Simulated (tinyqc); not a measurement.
Pair of shallow donors (hydrogen-like orbitals): one step. Detuning by a gate. Five cases, with inputs chosen for the exercise.

Question. Two-level picture for one electron: with detuning u = dV D the splitting is sqrt(D^2 + u^2) and the lower state has weight (1 + u/sqrt(D^2 + u^2))/2 on the lower donor; the field needed is u/(e R), 1 meV/angstrom = 100 kV/cm.

Give: splitting; weight; field.

Case 1.

Values chosen (out of a larger set: near those of two donors in GaN; not measured data): dV = 0.37 D (detuning between the donors, in units of D).

D = 3.86479 meV
R = 113.0000 angstrom

Answer.

splitting = 4.121 meV
weight = 0.674
field = 1.27 kV/cm

Case 2.

Values chosen (out of a larger set: near those of two donors in GaN; not measured data): dV = 0.34 D (detuning between the donors, in units of D).

D = 1.12842 meV
R = 158.0000 angstrom

Answer.

splitting = 1.192 meV
weight = 0.661
field = 0.243 kV/cm

Case 3.

Values chosen (out of a larger set: near those of two donors in Si; not measured data): dV = 1 D (detuning between the donors, in units of D).

D = 0.0600407 meV
R = 88.2746 angstrom

Answer.

splitting = 0.08491 meV
weight = 0.854
field = 0.0680 kV/cm

Case 4.

Values chosen (out of a larger set: near those of two donors in Si; not measured data): dV = 1.1 D (detuning between the donors, in units of D).

D = 0.495224 meV
R = 84.2243 angstrom

Answer.

splitting = 0.7362 meV
weight = 0.870
field = 0.647 kV/cm

Case 5.

Values chosen (out of a larger set: near those of two donors in Si; not measured data): dV = 0.47 D (detuning between the donors, in units of D).

D = 2.39730 meV
R = 58.4937 angstrom

Answer.

splitting = 2.649 meV
weight = 0.713
field = 1.93 kV/cm

Computed by tinyqc, one run a case: `OMP_NUM_THREADS=1 python tinyqc.py N N+1 out.jsonl` with N = 1251864, 1251889, 1251955, 1252473, 1252743; one thread of a shared Intel(R) Xeon(R) Processor @ 2.30GHz, about 0.01 s a run at most.
